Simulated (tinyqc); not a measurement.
# Changing the hydrogen carrier pressure p_H

Model: microkinetic model of low-temperature epitaxy from hydride gases: adsorption, hydrogen desorption and rate control. Computed by tinyqc, a small Python program. Command: `OMP_NUM_THREADS=1 python tinyqc.py 3015904 3015905 out.jsonl hepi sweep`. One thread of a shared host (Intel(R) Xeon(R) Processor @ 2.30GHz), about 0.03 s of CPU time with the checks.

Each hydride molecule needs two free sites and leaves four hydrogen atoms, of which two leave at once as H2; theta is the hydrogen coverage, the site density is 6.78 per nm^2 and one layer is 1.358 angstrom thick.

Inputs (values chosen for the exercise, close to those used for silane and germane on Si(001)):
```
quantity,value,unit
silane pressure p_S,0.37,Pa
sticking prefactor of silane s0,0.077,-
adsorption barrier E_s,0.12,eV
desorption prefactor nu_d,4e+11,1/s
desorption energy on silicon E_d,1.96,eV
sticking of hydrogen s_H,1.2e-07,-
temperature T,650,C
germane pressure p_G,0.01,Pa
sticking ratio of germane to silane r_G,4,-
"lowering of E_d per unit germanium fraction, dE",0.36,eV
```

Film: silicon-germanium. Order of hydrogen desorption: first.

Constants: k_B = 8.617333262e-05 eV/K; u = 1.6605390666e-27 kg; k_B = 1.380649e-23 J/K.

Method:
- Flux per site F = p/(sqrt(2 pi M k_B T) x 6.78e18 per m^2), M = 32.12 u (silane), 76.63 u (germane), 2.016 u (hydrogen); s = s0 exp(-E_s/(k_B T)); k_S = s F_S, k_G = r_G s F_G; germanium fraction x = k_G/(k_S + k_G); k = k_S + k_G; k_H = s_H F_H; k_d = nu_d exp(-(E_d - dE x)/(k_B T)).
- Temperatures in kelvin are T(C) + 273.15.
- With k the hydride and k_H the hydrogen adsorption rate on free pairs and k_d the desorption rate, steady state: 2 (k + k_H)(1 - theta)^2 = k_d theta; growth rate R = k (1 - theta)^2 layers/s; 1 layer/s = 8.148 nm/min.
- With c = 2 (k + k_H)/k_d the free share is 1 - theta = 2/(1 + sqrt(1 + 4c)).
- X_i = d ln R/d ln k_i at fixed other constants. With f = 1 - theta and a = 2/f + 1/theta: d ln f/d ln k_d = 1/(a f), so X_d = 2/(a f), X_k = 1 - X_d k/(k + k_H), X_H = -X_d k_H/(k + k_H); they sum to 1.

One run for each value:
```
hydrogen carrier pressure p_H (Pa),growth rate G (nm/min),hydrogen coverage theta,X_H (hydrogen adsorption)
1,24.334,0.55704,-5.0811e-05
4,24.331,0.55708,-2.0321e-04
20,24.311,0.55726,-1.0151e-03
70,24.249,0.55782,-3.5426e-03
300,23.970,0.56037,-1.4983e-02
1000,23.163,0.56784,-4.8032e-02
6000,18.729,0.61139,-2.2673e-01
20000,12.353,0.68439,-4.7688e-01
100000,4.379,0.81209,-7.8567e-01
```

Over the rows, growth rate G (nm/min) falls from 24.3 to 4.38 (exponent d ln y / d ln x -1.1e-4 between the first rows and -0.64 between the last); hydrogen coverage theta rises from 0.557 to 0.812; X_H (hydrogen adsorption) falls from -5.08e-5 to -0.786 (exponent d ln y / d ln x 1.00 between the first rows and 0.31 between the last). At the low end the exponent of growth rate G is 0.00, close to 0: carrier hydrogen plays no part.

Caution (rows 6000, 20000, 100000): at carrier pressures near or above 1e4 Pa gas-phase transport, left out here, begins to limit.
